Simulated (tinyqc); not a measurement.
Worked calculation: sp3 tight binding, zinc-blende lattice. One step of it, computed by the program tinyqc.

Problem. Bloch Hamiltonian at L. Slater-Koster rules over the four bonds with direction cosines (l, m, n): ss V_ss; s-px l V_sp; px-s -l V_sp; px-px l^2 V_pps + (1 - l^2) V_ppp; px-py l m (V_pps - V_ppp); each times exp(i k.d).

Parameters chosen for this model: zinc-blende lattice, anion at 0, cation at a/4 (1,1,1); V = eta hbar^2 / (m d^2), hbar^2/m = 7.619964 eV angstrom^2:
```
parameter          value      unit
a               4.260000  angstrom
d               1.844634  angstrom
Es anion      -20.530000        eV
Ep anion       -8.420000        eV
Es cation     -11.380000        eV
Ep cation      -3.640000        eV
eta ss         -1.320000
eta sp          1.420000
eta pp sigma    2.220000
eta pp pi      -0.630000
V ss           -2.956013        eV
V sp            3.179954        eV
V pp sigma      4.971477        eV
V pp pi        -1.410825        eV
```

k point L (2 pi / a): 0.500000  0.500000  0.500000

Give: H(k) at L.

Solution.

H(k) at L (eV), lower triangle (Hermitian):
```
                a s           a px           a py           a pz
a s         -20.530
a px          0.000         -8.420
a py          0.000          0.000         -8.420
a pz          0.000          0.000          0.000         -8.420
c s   -4.180-4.180i   2.596+2.596i   2.596+2.596i   2.596+2.596i
c px  -2.596-2.596i   1.013+1.013i  -3.009-3.009i  -3.009-3.009i
c py  -2.596-2.596i  -3.009-3.009i   1.013+1.013i  -3.009-3.009i
c pz  -2.596-2.596i  -3.009-3.009i  -3.009-3.009i   1.013+1.013i

          c s    c px    c py    c pz
c s   -11.380
c px    0.000  -3.640
c py    0.000   0.000  -3.640
c pz    0.000   0.000   0.000  -3.640
```
